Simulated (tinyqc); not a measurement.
Worked calculation: oxide trap near a transistor channel: two-state multiphonon kinetics, telegraph noise and bias instability. Computed by tinyqc, a small Python program that keeps every step. Command: `OMP_NUM_THREADS=1 python tinyqc.py 3010820 3010821 out.jsonl oxidetrap walk`. One thread of a shared host (Intel(R) Xeon(R) Processor @ 2.30GHz), about 0.01 s of CPU time with the checks. Intermediate numbers are printed to about 5 digits and carried at full precision; extremes and crossings named in words are read from the listed rows.

An n-channel device under positive gate bias. The trap is empty (state 1) or holds an electron (state 2); both states are parabolas of equal curvature, and the electron reservoir is taken at the Fermi level of the channel.

Inputs (values chosen for the exercise, with an insulator like SiO2 on silicon):
```
quantity                                value   unit
insulator constant eps_ox                3.82      -
insulator thickness t_ox                  1.8     nm
trap depth x from the interface          0.53     nm
tunnel barrier phi_b                      3.2     eV
tunnelling mass m_ox                     0.38    m_0
trap level above E_F at zero field E_t   0.31     eV
relaxation energy E_R                    0.99     eV
oxide field F                               6  MV/cm
attempt rate k_0 at the interface       3e+12    1/s
temperature T                             450      K
channel width W                           130     nm
channel length L                          150     nm
frequency f                                40     Hz
stress time t_s                             3      s
```

Parts treated: one trap.

Constants: hbar^2/(2 m_0) = 3.80998212 eV angstrom^2; k_B = 8.617333262e-05 eV/K; e = 1.602176634e-19 C; eps_0 = 8.8541878128e-12 F/m.

## Tunnelling factor

kappa = sqrt(2 m_ox phi_b)/hbar = sqrt(m_ox phi_b/(hbar^2/2m_0)); attenuation length lambda = 1/(2 kappa); factor exp(-x/lambda) for a rectangular barrier.

kappa = 5.6494 1/nm

attenuation length lambda = 0.088504 nm

tunnelling factor = 0.0025077

## Barriers and time constants

E_21 = E_t - e F x is the energy of state 2 over state 1; barriers E_c = (E_R + E_21)^2/(4 E_R), E_e = E_c - E_21; tau_c = exp(E_c/k_B T)/(k_0 P), tau_e = exp(E_e/k_B T)/(k_0 P), P the tunnelling factor; occupation f_2 = tau_e/(tau_c + tau_e); 1/tau_0 = 1/tau_c + 1/tau_e.

E_21 = -0.008 eV

capture barrier E_c = 0.24352 eV

emission barrier E_e = 0.25152 eV

capture time tau_c = 7.0937e-08 s

emission time tau_e = 8.7190e-08 s

occupation f_2 = 0.55139

tau_0 = 3.9114e-08 s

The two times are within a factor 30 of each other, so the trap switches between both states, though too fast to resolve as telegraph noise.

## Step height and noise

Charge-sheet step dV = e (t_ox - x)/(eps_ox eps_0 W L); Lorentzian spectrum S(f) = 4 dV^2 tau_0^2/((tau_c + tau_e)(1 + (2 pi f tau_0)^2)); corner 1/(2 pi tau_0); variance dV^2 f_2 (1 - f_2) = dV^2 tau_0/(tau_c + tau_e).

threshold step dV = 0.30851 mV

corner frequency = 4.0690e+06 Hz

S(f) = 3.6834e-15 V^2/Hz

root-mean-square noise = 0.15344 mV

f lies below the corner, on the flat part. Random dopants and current percolation, left out here, spread real steps around this value.

## Stress and recovery of one trap

From the zero-field occupation f(0), f(t) = f_2 + (f(0) - f_2) exp(-t/tau_0) under the field; after t_s the field is removed and f relaxes with the zero-field constants.

occupation at zero field = 3.3729e-04

tau_0 at zero field = 2.6990e-09 s

occupation after stress = 0.55139

half-time of recovery = 1.8708e-09 s

## Bias dependence of the times

The formulas are those given above.

Against field:
```
F (MV/cm)  E_21 (eV)   tau_c (s)   tau_e (s)         f_2
0.0           0.3100  8.0020e-06  2.6999e-09  3.3729e-04
1.8           0.2146  1.6883e-06  6.6685e-09  3.9344e-03
3.6           0.1192  4.0102e-07  1.8543e-08  4.4196e-02
4.8           0.0556  1.6428e-07  3.9164e-08  1.9251e-01
6.0          -0.0080  7.0937e-08  8.7190e-08  5.5139e-01
7.2          -0.0716  3.2288e-08  2.0461e-07  8.6370e-01
9.0          -0.1670  1.0945e-08  8.1194e-07  9.8670e-01
```

ln(tau_c/tau_e) falls by e x/k_B T = 1.367 per MV/cm, which measures the depth x if the change of surface potential with bias is left aside. Over these rows tau_c shortens by 2.86 decades and tau_e lengthens by 2.48; the two share the shift almost equally, as the first and last E_21 average to little against E_R. The times cross at F = E_t/(e x) = 5.85 MV/cm.

Checks made by the program: detailed balance tau_c/tau_e = exp(E_21/k_B T) (relative difference below 1e-10); the integral of S(f) against the variance (relative difference below 1e-10).
